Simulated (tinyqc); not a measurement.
Comparisons within one model: standing waves and exposure in a photoresist film. A value that a table varies takes the place of the one given here.

Normal incidence from air. Unexposed resist: N1 = n1 + i k1 with k1 = (A + B) lam/(4 pi), lam in micrometres. r01 = (1 - N1)/(1 + N1), t01 = 2/(1 + N1). Below the resist lie the layer Na = na + i ka and the substrate Ns = ns + i ks: r12 = (r1a + ras x)/(1 + r1a ras x), x = exp(4 pi i Na da/lam), r1a = (N1 - Na)/(N1 + Na), ras = (Na - Ns)/(Na + Ns). With p = exp(2 pi i N1 d/lam), the field at depth z is E(z) = t01 [exp(2 pi i N1 z/lam) + r12 p^2 exp(-2 pi i N1 z/lam)]/(1 + r01 r12 p^2), the relative intensity I(z) = n1 |E(z)|^2 and the reflectance R = |(r01 + r12 p^2)/(1 + r01 r12 p^2)|^2.

Inputs chosen for the exercise (a resist on Si, indices near tabulated ones; shifted at random, so the results belong to these values and not to a real crystal): lam = 248 nm (vacuum wavelength); n1 = 1.775 (resist index); A = 0.04 1/micrometre (bleachable absorption (Dill A)); B = 0.59 1/micrometre (fixed absorption (Dill B)); d = 327 nm (resist thickness); ns = 1.586 (substrate n); ks = 3.648 (substrate k); na = 1.81 (n of the bottom antireflection layer); ka = 0.44 (its k); da = 55 nm (its thickness).

## Swing of the coupled dose with resist thickness

The mean of I is taken over 800 depths; the relative dose to clear is taken as 1/(mean of I over the lowest period, 60 depths), scaled to 1 in the first row.

Swing:
```
d (nm)       R  mean I  relative dose
327.0   0.0792  0.8832          1.000
338.6   0.1484  0.8115          1.089
350.3   0.1656  0.7855          1.118
361.9   0.1188  0.8218          1.065
373.6   0.0448  0.8891          0.990
385.2   0.0226  0.9125          0.977
396.9   0.0785  0.8608          1.046
408.5   0.1449  0.7941          1.135
420.1   0.1614  0.7708          1.164
431.8   0.1160  0.8059          1.111
443.4   0.0457  0.8679          1.038
455.1   0.0243  0.8888          1.025
466.7   0.0773  0.8403          1.093
```

What does this show, and why?

The period is 69.9 nm, six rows. The relative dose swings between 0.977 and 1.164, a ratio (max - min)/mean of 0.175, against the estimate 4 sqrt(|r01|^2 |r12|^2) exp(-(A + B) d) = 0.166 for the oscillating part alone; the ratio from the table also holds the slow rise from absorption, 9.3 % over two periods, so the two are not strictly comparable. The dose is least sensitive to thickness at an extremum; the lowest dose listed is at 385.2 nm.

## Tuning the antireflection layer

da takes the values listed; the contrast is (Imax - Imin)/(Imax + Imin) over the lowest period of the resist (60 depths).

Results:
```
da (nm)  |r12|^2  contrast
0         0.5367     0.940
10        0.4025     0.891
20        0.2072     0.738
30        0.0689     0.487
40        0.0160     0.254
50        0.0212     0.292
60        0.0460     0.389
75        0.0554     0.427
90        0.0248     0.291
110       0.0044     0.118
140       0.0209     0.266
```

How do the results move?

|r12|^2 starts at 0.5367 and is lowest, 0.0044, at 110 nm of those listed, where the contrast is 0.118 against 0.940. The contrast follows 2|r|/(1 + |r|^2), so even |r12|^2 = 0.01 leaves about 0.2. Values below 0.01 occur at 110 nm.

## What moves the exposure

The mean of I is over 800 depths. Each row changes one parameter from the base and keeps the others.

Results:
```
case                   |r12|^2       R  mean I  I at the bottom
base                    0.0335  0.0792  0.8832           0.5146
d = 337 nm              0.0335  0.1411  0.8196           0.4770
n1 = 1.793              0.0318  0.1036  0.8577           0.5064
B = 0.79 1/micrometre   0.0334  0.0771  0.8532           0.4815
ks = 3.283              0.0325  0.0848  0.8774           0.5190
da = 65 nm              0.0551  0.1487  0.8511           0.5324
ka = 0.572              0.0272  0.1061  0.8522           0.5584
```

What does this show?

The largest shifts from the base row, up to three for each result and ties (the steps differ in size, so this ranks the rows, not the parameters). |r12|^2: da +0.0215, ka -0.0063, n1 -0.0017; unchanged at the printed digits by d. R: da +0.0695, d +0.0619, ka +0.0268. mean I: d -0.0636, da -0.0321, ka -0.0310. I at the bottom: ka +0.0438, d -0.0375, B -0.0331.

Run: tinyqc, `OMP_NUM_THREADS=1 python tinyqc.py 1652083 1652084 out.jsonl`; Intel(R) Xeon(R) Processor @ 2.30GHz, one thread, shared host; about 0.01 s of CPU time with all checks.
